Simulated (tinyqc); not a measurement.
Strain-driven roughening and islands of a mismatched epitaxial film: one step, computed by the program tinyqc. Command: `OMP_NUM_THREADS=1 python tinyqc.py 3020219 3020220 out.jsonl island walk`. One thread of a shared host (Intel(R) Xeon(R) Processor @ 2.30GHz), about 0.01 s of CPU time with the checks.

Film and substrate share isotropic elastic constants; the film is coherent and biaxially strained.

Problem. Wetting layer. The surface energy depends on thickness as gamma + (gamma_s - gamma) exp(-h/delta). Its curvature adds W2 = (gamma_s - gamma) exp(-h/delta)/delta^2 to the restoring terms; the flat film is stable while W2 > (1 + nu)^2 w^2/gamma, which gives h_c = delta ln[(gamma_s - gamma) gamma/(delta^2 (1 + nu)^2 w^2)], or 0 if negative.

Inputs (values chosen for the exercise, modelled on InAs on InP): Poisson ratio nu = 0.31; surface energy gamma = 0.73 J/m^2; wetting energy gamma_s - gamma = 0.098 J/m^2; decay length of wetting delta = 0.2 nm.

energy density w = 112.6535 MJ/m^3

Give: wetting-layer thickness h_c.

Solution.

wetting-layer thickness h_c = 0.8816 nm

Layer-by-layer growth up to h_c, then roughening: the Stranski-Krastanov mode.
